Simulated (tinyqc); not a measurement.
Alloy A(1-x)B(x) by interpolation with bowing: sweeps and comparisons. A value that a table varies takes the place of the one given here.

Each gap follows E(x) = (1 - x) E_A + x E_B - C x (1 - x); the lattice constant follows Vegard, a(x) = (1 - x) a_A + x a_B.

Mass at Gamma from the Kane formula 1/m = F + Ep (Eg + 2 Dso/3)/(Eg (Eg + Dso)). F is fixed by the masses of A and B and interpolated linearly, as is Ep; Eg and Dso carry their bowing.

Constants: hc = 1239.841984 eV nm.

Parameters, chosen for this exercise (A near Ge, B near Si; shifted at random, so the results belong to these values and not to a real crystal): a = (5.659, 5.436) angstrom (lattice constant of A, B); Eg = (0.91, 4.203) eV (gap at Gamma to the s-like level of A, B); EgX = (0.924, 1.152) eV (gap to the lowest valley along Gamma-X of A, B); EgL = (0.74, 2.108) eV (gap to L of A, B); C = (0.184, 0.194, 0) eV (bowing of the Gamma, X and L gaps); Dso = (0.286, 0.044) eV (spin-orbit splitting of A, B); Ep = (26.3, 21.6) eV (Kane energy of A, B); me = (0.0381, 0.198) m0 (electron mass at Gamma of A, B); Cs = 0 eV (bowing of Dso); x = 0.57 (fraction of B).

## Gaps across the alloy

Eleven compositions.

Gaps (eV):
```
x    a (angstrom)  Gamma      X      L  lowest  wavelength (nm)
0.0        5.6590  0.910  0.924  0.740       L             1675
0.1        5.6367  1.223  0.929  0.877       L             1414
0.2        5.6144  1.539  0.939  1.014       X             1321
0.3        5.5921  1.859  0.952  1.150       X             1303
0.4        5.5698  2.183  0.969  1.287       X             1280
0.5        5.5475  2.510  0.990  1.424       X             1253
0.6        5.5252  2.842  1.014  1.561       X             1222
0.7        5.5029  3.176  1.043  1.698       X             1189
0.8        5.4806  3.515  1.075  1.834       X             1153
0.9        5.4583  3.857  1.112  1.971       X             1115
1.0        5.4360  4.203  1.152  2.108       X             1076
```

What can be read from the table?

The lowest valley changes at x = 0.141 (L to X, gap 0.933 eV). The Gamma gap is monotonic, since its bowing (0.184 eV) is smaller than the difference of the end gaps (3.293 eV); at x = 0.5 bowing lowers it by C/4 = 0.046 eV.

## Three ways to interpolate a mass

Linear in m, linear in 1/m, and the Kane formula.

Masses (m0):
```
x      Eg (eV)  linear in m  linear in 1/m    Kane  Kane m/Eg (1/eV)
0.000    0.910       0.0381         0.0381  0.0381            0.0419
0.125    1.302       0.0581         0.0424  0.0545            0.0419
0.250    1.699       0.0781         0.0477  0.0718            0.0423
0.375    2.102       0.0981         0.0547  0.0901            0.0429
0.500    2.510       0.1181         0.0639  0.1095            0.0436
0.625    2.925       0.1380         0.0769  0.1300            0.0444
0.750    3.345       0.1580         0.0966  0.1515            0.0453
0.875    3.771       0.1780         0.1299  0.1742            0.0462
1.000    4.203       0.1980         0.1980  0.1980            0.0471
```

What does this show?

At x = 0.5 the three give 0.1181, 0.0639 and 0.1095; judged by the largest distance, the Kane value is closer to the interpolation in m (largest distances 0.0086 m0 from the rule in m, 0.0549 m0 from the rule in 1/m). The ratio m/Eg varies by a factor of 1.13 while the gap varies by 4.62; a constant ratio is the two-band rule m = Eg/Ep at fixed Ep.

## What each parameter does

Gaps at x and the Kane mass. Each row changes one parameter from the base and keeps the others.

Results:
```
case                        Gamma (eV)  X (eV)  L (eV)  mass (m0)
base                            2.7419  1.0064  1.5198     0.1208
x = 0.53                        2.6095  0.9965  1.4650     0.1143
C = (0.284, 0.294, 0.1) eV      2.7174  0.9819  1.4952     0.1197
Eg = (0.956, 4.203) eV          2.7617  1.0064  1.5198     0.1145
EgX = (0.924, 1.094) eV         2.7419  0.9734  1.5198     0.1208
EgL = (0.703, 2.108) eV         2.7419  1.0064  1.5038     0.1208
Ep = (28.9, 23.8) eV            2.7419  1.0064  1.5198     0.1299
Cs = 0.05 eV                    2.7419  1.0064  1.5198     0.1207
```

How do the results move?

The largest shifts from the base row, up to three for each result and ties (the steps differ in size, so this ranks the rows, not the parameters). Gamma (eV): x -0.1325, C -0.0245, Eg +0.0198; unchanged at the printed digits by EgX, EgL, Ep and Cs. X (eV): EgX -0.0331, C -0.0245, x -0.0099; unchanged at the printed digits by Eg, EgL, Ep and Cs. L (eV): x -0.0547, C -0.0245, EgL -0.0159; unchanged at the printed digits by Eg, EgX, Ep and Cs. mass (m0): Ep +0.0091, x -0.0065, Eg -0.0063; unchanged at the printed digits by EgX and EgL.

tinyqc: `OMP_NUM_THREADS=1 python tinyqc.py 1081120 1081121 out.jsonl`; about 0.01 s, one thread, shared Intel(R) Xeon(R) Processor @ 2.30GHz.
